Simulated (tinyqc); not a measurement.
From results back to parameters: shallow acceptor in the spherical four-band model. Two cases, with inputs chosen for the exercise.

Problem. The binding energy of the ground state was computed from a hidden mu.

The ground state 1S3/2 has an L = 0 part f(r) and an L = 2 part g(r). In units of Ry* and a*, with Gaussians f_i = exp(-a_i r^2), g_i = r^2 exp(-a_i r^2), A = a_i + a_j and I(n) = Gamma((n + 1)/2)/(2 A^((n + 1)/2)): S_ff = I(2), S_gg = I(6), H_ff = (6 a_i a_j/A) I(2) - 2 I(1), H_gg = (14 a_i a_j/A) I(6) - 2 I(5), H_fg = -mu [15 I(2) - 20 a_j I(4) + 4 a_j^2 I(6)]; each function is then normalised. The split-off band is left out.

Converged values use 22 exponents 2.2^i, i = -7 to 14, for f and for g.

Find: binding in Ry*; mu; heavy/light mass ratio (1 + mu)/(1 - mu).

Method. The binding in Ry* rises steadily with mu, so bisection finds one value.

Case 1.

Ry* = 16.641 meV
binding energy = 34.197 meV

Solution.

binding in Ry* = 2.055
mu = 0.736
heavy/light mass ratio (1 + mu)/(1 - mu) = 6.6

Case 2.

Ry* = 3.883 meV
binding energy = 10.919 meV

Solution.

binding in Ry* = 2.812
mu = 0.819
heavy/light mass ratio (1 + mu)/(1 - mu) = 10.1

Computed by tinyqc, one run a case: `OMP_NUM_THREADS=1 python tinyqc.py N N+1 out.jsonl` with N = 1282354, 1282368; one thread of a shared Intel(R) Xeon(R) Processor @ 2.30GHz, about 0.05 s a run at most.
